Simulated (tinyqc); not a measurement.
Worked calculation: Hubbard ring of 5 sites. Computed by tinyqc, a small Python program that keeps every step. Settings: hopping = 1.26, U = 2.3, mixing = 1, iteration cap = 57. Command: `OMP_NUM_THREADS=1 python tinyqc.py 23244 23245 out.jsonl` (the two numbers bound the seeds that draw the settings). One thread of a shared host (Intel(R) Xeon(R) Processor @ 2.60GHz), about 0.2 s of CPU time with the checks. Later iterations appear only in the table of the cycle.

## Mean-field iteration 1

one-body matrix (hopping and site energies) (eV), lower triangle:
```
,1,2,3,4,5
1,0.000000
2,-1.260000,0.000000
3,0.000000,-1.260000,0.000000
4,0.000000,0.000000,-1.260000,0.000000
5,-1.260000,0.000000,0.000000,-1.260000,0.000000
```

U = 2.300000 eV

electrons, up and down: 1  1

mixing = 1

n(up) at the start (a guess, not normalised): 1 0.500000, 2 0.000000, 3 0.500000, 4 0.000000, 5 0.500000

n(down) at the start (a guess): 1 0.000000, 2 0.500000, 3 0.000000, 4 0.500000, 5 0.000000

H(up) = T + U n(down), H(down) = T + U n(up); fill the lowest levels; n(new) = n + mixing (n(out) - n); E = tr T (rho up + rho down) + U sum n_up n_down of the output.

levels, up (eV): -2.139420  -0.688127  -0.056200  2.466200  2.717547

levels, down (eV): -1.915280  -0.538452  0.289140  2.666140  2.948452

energy = -4.466312 eV

n(up) after iteration 1: 1 0.273962, 2 0.133457, 3 0.185162, 4 0.133457, 5 0.273962

n(down) after iteration 1: 1 0.133457, 2 0.273962, 3 0.185162, 4 0.273962, 5 0.133457

## Mean-field iteration 2

As before.

levels, up (eV): -2.067644  -0.394820  -0.245721  2.442785  2.565400

levels, down (eV): -2.068964  -0.389487  -0.247983  2.419883  2.586551

energy = -4.570675 eV

n(up) after iteration 2: 1 0.229134, 2 0.179301, 3 0.183130, 4 0.179301, 5 0.229134

n(down) after iteration 2: 1 0.168356, 2 0.219612, 3 0.224064, 4 0.219612, 5 0.168356

## Convergence

Each step fills the lowest levels of T + U n(other spin) and sets n(new) = n + mixing (n(out) - n); stop when output and input agree to 1e-8.

Course of the cycle:
```
iteration,E (eV),largest |n(out) - n(in)|,mean |n_up - n_down|
1,-4.46631219,3.15e-01,0.112404
2,-4.57067522,5.44e-02,0.048622
3,-4.57828529,1.79e-02,0.023667
4,-4.57955707,8.81e-03,0.012080
5,-4.57987789,5.05e-03,0.006302
6,-4.57996598,2.75e-03,0.003312
7,-4.57999051,1.48e-03,0.001747
8,-4.57999735,7.86e-04,0.000922
9,-4.57999926,4.17e-04,0.000487
10,-4.57999979,2.20e-04,0.000257
11,-4.57999994,1.16e-04,0.000136
...,...,...,...
16,-4.58000000,4.79e-06,0.000006
17,-4.58000000,2.53e-06,2.96e-06
18,-4.58000000,1.34e-06,1.56e-06
19,-4.58000000,7.07e-07,8.26e-07
20,-4.58000000,3.74e-07,4.36e-07
21,-4.58000000,1.97e-07,2.30e-07
22,-4.58000000,1.04e-07,1.22e-07
23,-4.58000000,5.51e-08,6.43e-08
24,-4.58000000,2.91e-08,3.40e-08
25,-4.58000000,1.54e-08,1.80e-08
26,-4.58000000,8.13e-09,9.49e-09
```

local moments n_up - n_down: 1 0.000000, 2 0.000000, 3 0.000000, 4 0.000000, 5 0.000000

Converged in 26 iterations. Before convergence this energy mixes input and output and is not variational, so it may rise towards its limit.

## Exact diagonalisation (25 states)

Lowest levels of the sector, and the double occupancy of the lowest state.

lowest levels (eV): -4.710596  -3.298723  -3.298723  -2.595134  -2.595134  -1.557446

double occupancy per site = 0.020019

The mean-field solution above lies 0.1306 eV above the exact energy.

## The lowest level by Lanczos steps

From a random start vector (not printed): a_j = <q_j|H|q_j>, b_j = norm of the remainder after orthogonalising; the Ritz value is the lowest eigenvalue of the tridiagonal matrix of a and b so far.

Lanczos:
```
j,a_j (eV),b_j (eV),lowest Ritz value (eV)
1,-2.396667,3.173449,-2.39666656
2,1.103716,2.625769,-4.27055463
3,1.086918,1.991353,-4.62431281
4,0.145632,2.164514,-4.68647169
5,0.423527,2.583770,-4.70349458
6,1.648628,1.825805,-4.70940795
7,0.574260,2.274056,-4.71031618
8,1.056763,2.255069,-4.71053705
9,1.315334,1.965118,-4.71058616
10,0.398927,1.047404,-4.71059505
```
